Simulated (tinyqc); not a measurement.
# Signal and retention of a DRAM cell: effect of temperature

A stored one starts at Vd and leaks: Cs dV/dt = -I(V), I = a sqrt((V + Vb)/(Vd + Vb)) + b, with a = Ig exp[-(Eg1 q/kB)(1/T - 1/T0)] (generation in a depletion layer) and b = Is exp[-(Es q/kB)(1/T - 1/T0)]. The bit line is precharged to Vd/2, and charge sharing gives the signal (V - Vd/2) Cs/(Cs + Cb).

The cell fails below Vc = Vd/2 + dm (Cs + Cb)/Cs. With s = sqrt((Vc + Vb)/(Vd + Vb)), the time from Vd to Vc is t = [2 Cs (Vd + Vb)/a] [1 - s - (b/a) ln((a + b)/(a s + b))]. This time is the median of a log-normal spread: failing cells = Nc erfc(z/sqrt 2)/2, z = ln(t/tr)/sg.

Values chosen for this exercise: array voltage Vd = 1.1 V; cell capacitance Cs = 9 fF; bit-line capacitance Cb = 84 fF; smallest signal that the sense amplifier resolves dm = 43 mV; built-in plus back-bias voltage of the storage junction Vb = 1.46 V; junction leakage at V = Vd and T0 Ig = 7.6 fA; voltage-independent leakage at T0 Is = 2 fA; activation energy of Is Es = 0.38 eV; reference temperature T0 = 358 K; deviation of ln(retention time) over the cells sg = 0.92; cells Nc = 8.59e9; refresh interval tr = 64 ms; activation energy of Ig Eg1 = 0.62 eV.

Constants: q = 1.602176634e-19 C, kB = 1.380649e-23 J/K. Results are converted to the units shown.

Result of one run:
```
a (fA)  b (fA)  retention time (s)  failing cells
57.281  6.8971            0.014957       8.1000e9
```

Which temperature T gave this result: 298, 358, 368 or 398 K?

T = 398 K.

The whole series:
```
T (K)   a (fA)   b (fA)  retention time (s)  failing cells
298    0.13289  0.16748              3.1808          93606
318    0.60665  0.42476             0.92772       1.5705e7
338     2.3140  0.96492             0.29219       4.2448e8
358     7.6000   2.0000            0.099886       2.6993e9
368     13.122   2.7951            0.060266       4.5188e9
378     22.010   3.8377            0.037122       6.2113e9
398     57.281   6.8971            0.014957       8.1000e9
```

The retention time falls from 3.18 to 0.0150 s, halving every 15.3 K at the hot end. Its apparent activation energy goes from 0.503 to 0.589 eV, between Es = 0.38 and Eg1 = 0.62 eV, as the share of a in the leakage grows from 44.2 to 89.3 %.

Range of the model: Real arrays also hold a tail of unusually leaky cells and cells whose retention varies in time, which this model lacks.

Program tinyqc, `OMP_NUM_THREADS=1 python tinyqc.py 2130127 2130128 out.jsonl`; Intel Xeon 2.30GHz, shared host, one thread, about 0.01 s.
